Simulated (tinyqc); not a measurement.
From results back to parameters: Shockley-Read-Hall recombination through one deep level. Five cases, with inputs chosen for the exercise.

Problem. Deep-level transient spectroscopy: the emission rate is en = gam sigma T^2 exp(-dE/kB T), dE = Ec - Et. Two rates were computed from hidden dE and sigma.

Constants: kB = 8.617333262e-05 eV/K.

Case 1.

Values chosen (out of a larger set: gap and densities of states near those of GaN at this temperature; not measured data): gam = 5.2e+20 1/(cm^2 s K^2) (vth Nc/T^2, which does not depend on T); T1 = 345 K; T2 = 384 K.

en(T1) = 0.275850 1/s
en(T2) = 3.91750 1/s

Case 2.

Values chosen (out of a larger set: gap and densities of states near those of Si at this temperature; not measured data): gam = 4.8e+21 1/(cm^2 s K^2) (vth Nc/T^2, which does not depend on T); T1 = 94 K; T2 = 104 K.

en(T1) = 30.3058 1/s
en(T2) = 371.070 1/s

Case 3.

Values chosen (out of a larger set: gap and densities of states near those of SiC at this temperature; not measured data): gam = 2.4e+21 1/(cm^2 s K^2) (vth Nc/T^2, which does not depend on T); T1 = 194 K; T2 = 218 K.

en(T1) = 2.70172 1/s
en(T2) = 48.1578 1/s

Case 4.

Values chosen (out of a larger set: gap and densities of states near those of GaN at this temperature; not measured data): gam = 6.5e+20 1/(cm^2 s K^2) (vth Nc/T^2, which does not depend on T); T1 = 111 K; T2 = 126 K.

en(T1) = 0.219578 1/s
en(T2) = 4.95305 1/s

Case 5.

Values chosen (out of a larger set: gap and densities of states near those of SiC at this temperature; not measured data): gam = 4.1e+21 1/(cm^2 s K^2) (vth Nc/T^2, which does not depend on T); T1 = 288 K; T2 = 332 K.

en(T1) = 51.3561 1/s
en(T2) = 1636.79 1/s

Find: ln(en/T^2) at T1 and T2; dE; sigma.

Solution. ln(en/T^2) against 1/T is a line of slope -dE/kB and intercept ln(gam sigma); plotting ln en alone would overstate dE by about 2 kB T.

Case 1.

ln(en/T^2) at T1 and T2: -12.9750  -10.5358

dE = 0.714 eV
sigma = 1.2e-16 cm^2

Case 2.

ln(en/T^2) at T1 and T2: -5.6753  -3.3724

dE = 0.194 eV
sigma = 1.8e-14 cm^2

Case 3.

ln(en/T^2) at T1 and T2: -9.5418  -6.8945

dE = 0.402 eV
sigma = 8.3e-16 cm^2

Case 4.

ln(en/T^2) at T1 and T2: -10.9351  -8.0726

dE = 0.230 eV
sigma = 7.6e-16 cm^2

Case 5.

ln(en/T^2) at T1 and T2: -7.3871  -4.2098

dE = 0.595 eV
sigma = 3.9e-15 cm^2

Computed by tinyqc, one run a case: `OMP_NUM_THREADS=1 python tinyqc.py N N+1 out.jsonl` with N = 1650424, 1650426, 1650429, 1650453, 1650455; one thread of a shared Intel(R) Xeon(R) Processor @ 2.30GHz, about 0.01 s a run at most.
